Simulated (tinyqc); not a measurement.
What each input does: propagation of a band-gap error through k.p and effective-mass formulas.

Chain, for a gap E (the reference Eg or another value), with Ep and Dso kept: 1/me = 1 + Ep (E + 2 Dso/3)/(E (E + Dso)); g* = 2 - 2 Ep Dso/(3 E (E + Dso)); g1(E) = g1 + (Ep/3)(1/E - 1/Eg), g2(E) = g2 + (Ep/6)(1/E - 1/Eg), light hole 1/(g1 + 2 g2), heavy hole 1/(g1 - 2 g2) along [100]; optical constant ei(E) = 1 + (ei - 1)(EP/(EP + E - Eg))^2, static e0(E) = ei(E) + e0 - ei.

Donor: R = Ry me/e0^2, a_B = a0 e0/me, Mott density (0.26/a_B)^3. Nc, Nv = 2 (m kT/(4 pi c))^(3/2), c = hbar^2/2m0, ni = sqrt(Nc Nv) exp(-E/2kT). Exciton: Ry mu/e0^2 with 1/mu = 1/me + g1(E). 1 angstrom^-3 = 1e24 cm^-3.

Constants: Ry = 13.60569312 eV; a0 (Bohr radius) = 0.5291772105 angstrom; kB = 8.617333262e-05 eV/K; hbar^2/2m0 = 3.80998211 eV angstrom^2.

Parameters, chosen for this exercise (reference values near those of InAs, gap at low temperature; shifted at random, so the results belong to these values and not to a real crystal):
- Eg = 0.411 eV (gap at Gamma to the s-like level)
- Dso = 0.391 eV (spin-orbit splitting)
- Ep = 21.3 eV (Kane energy)
- g1 = 20 (Luttinger gamma1)
- g2 = 8.5 (gamma2)
- e0 = 15.04 (static dielectric constant)
- ei = 12.52 (optical dielectric constant)
- EP = 4.74 eV (mean (Penn) gap)
- mh = 0.59 m0 (density-of-states mass of the holes)
- T = 400 K (temperature)
- Eg2 = 0.452 eV (a wrong gap, of the size a hybrid functional can give)

All at E = Eg2.

One parameter was then changed.

Results before and after:
```
case     me (m0)  light hole (m0)     e0  donor (meV)  exciton (meV)  log10 ni
base      0.0245           0.0295  14.84        1.512          1.042    15.359
changed   0.0243           0.0295  14.84        1.500          1.036    15.357
```

Which of these changes was made? (a) mh = 0.543 m0; (b) Eg2 = 0.488 eV; (c) ei = 13.522; (d) EP = 4.361 eV; (e) g1 = 18.4; (f) T = 368 K; (g) Dso = 0.36 eV; (h) Ep = 19.596 eV.

Answer: (g) Dso = 0.36 eV. Of the candidates, run in turn, only this one gives the changed row.

All candidates:
```
case            me (m0)  light hole (m0)     e0  donor (meV)  exciton (meV)  log10 ni
base             0.0245           0.0295  14.84        1.512          1.042    15.359
Eg2 = 0.488 eV   0.0262           0.0317  14.67        1.655          1.139    15.155
Dso = 0.36 eV    0.0243           0.0295  14.84        1.500          1.036    15.357
Ep = 19.596 eV   0.0266           0.0293  14.84        1.640          1.099    15.386
g1 = 18.4        0.0245           0.0310  14.84        1.512          1.071    15.359
EP = 4.361 eV    0.0245           0.0295  14.83        1.516          1.044    15.359
ei = 13.522      0.0245           0.0295  14.83        1.516          1.044    15.359
mh = 0.543 m0    0.0245           0.0295  14.84        1.512          1.042    15.332
T = 368 K        0.0245           0.0295  14.84        1.512          1.042    15.057
```

tinyqc: `OMP_NUM_THREADS=1 python tinyqc.py 1880985 1880986 out.jsonl`; about 0.01 s, one thread, shared Intel(R) Xeon(R) Processor @ 2.30GHz.
